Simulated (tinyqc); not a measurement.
From results back to parameters: image-charge renormalisation of a gap near a dielectric or metal. Four cases, with inputs chosen for the exercise.

Problem. A small molecule or defect in vacuum at height z above the image plane of a substrate has both its electron and hole levels stabilised by (e^2/4 pi eps0)(es - 1)/((es + 1) 4 z), so its gap shrinks by twice that. The reduced gap is given.

Constants: e^2/(4 pi eps0) = 14.39964547 eV angstrom.

Find: reduction; (es - 1)/(es + 1); z.

Method. z = (e^2/4 pi eps0)(es - 1)/((es + 1) 2 x reduction). Local and hybrid functionals miss this shift, since it is a non-local correlation effect.

Case 1.

Values chosen: E0 = 5.33 eV (quasiparticle gap far from the surface); es = 11.7 (dielectric constant of the substrate (1e4: a metal)).

gap near the surface = 4.16346 eV

Solution.

reduction = 1.1665 eV
(es - 1)/(es + 1) = 0.8425
z = 5.20 angstrom

Case 2.

Values chosen: E0 = 3.56 eV (quasiparticle gap far from the surface); es = 11.7 (dielectric constant of the substrate (1e4: a metal)).

gap near the surface = 1.53800 eV

Solution.

reduction = 2.0220 eV
(es - 1)/(es + 1) = 0.8425
z = 3.00 angstrom

Case 3.

Values chosen: E0 = 5.75 eV (quasiparticle gap far from the surface); es = 25 (dielectric constant of the substrate (1e4: a metal)).

gap near the surface = 5.00326 eV

Solution.

reduction = 0.7467 eV
(es - 1)/(es + 1) = 0.9231
z = 8.90 angstrom

Case 4.

Values chosen: E0 = 7.82 eV (quasiparticle gap far from the surface); es = 4.5 (dielectric constant of the substrate (1e4: a metal)).

gap near the surface = 6.70251 eV

Solution.

reduction = 1.1175 eV
(es - 1)/(es + 1) = 0.6364
z = 4.10 angstrom

Computed by tinyqc, one run a case: `OMP_NUM_THREADS=1 python tinyqc.py N N+1 out.jsonl` with N = 1881092, 1881101, 1881120, 1881125; one thread of a shared Intel(R) Xeon(R) Processor @ 2.30GHz, about 0.02 s a run at most.
